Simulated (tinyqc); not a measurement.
# Segment and feed resistance from two drops

Problem. A rail is fed at one end through Rq; K loads of Ij follow, each after a segment Rs. The drop at load j is K Ij Rq + Rs Ij sum_(l=1..j) (K - l + 1). Find Rs, Rq and the worst drop, at the middle, if the rail were fed through Rq at both ends: K Ij Rq/2 + Rs Ij K^2/8 with the load taken as continuous.

Inputs (values chosen for the exercise):
```
symbol,value,unit,meaning
K,16,,number of equal loads
Ij,0.32,mA,current of each load
```

drops at the first and at the last load (mV): 3.1232000  16.179200

Answer. The difference of the two drops is Rs Ij K (K - 1)/2, which gives Rs; the first drop then gives Rq.

Rs = 0.340 ohm
Rq = 0.270 ohm
drop at the middle with two feeds = 4.17 mV

tinyqc, about 0.1 s, one thread, Intel Xeon 2.30GHz (shared host): `OMP_NUM_THREADS=1 python tinyqc.py 2770145 2770146 out.jsonl`
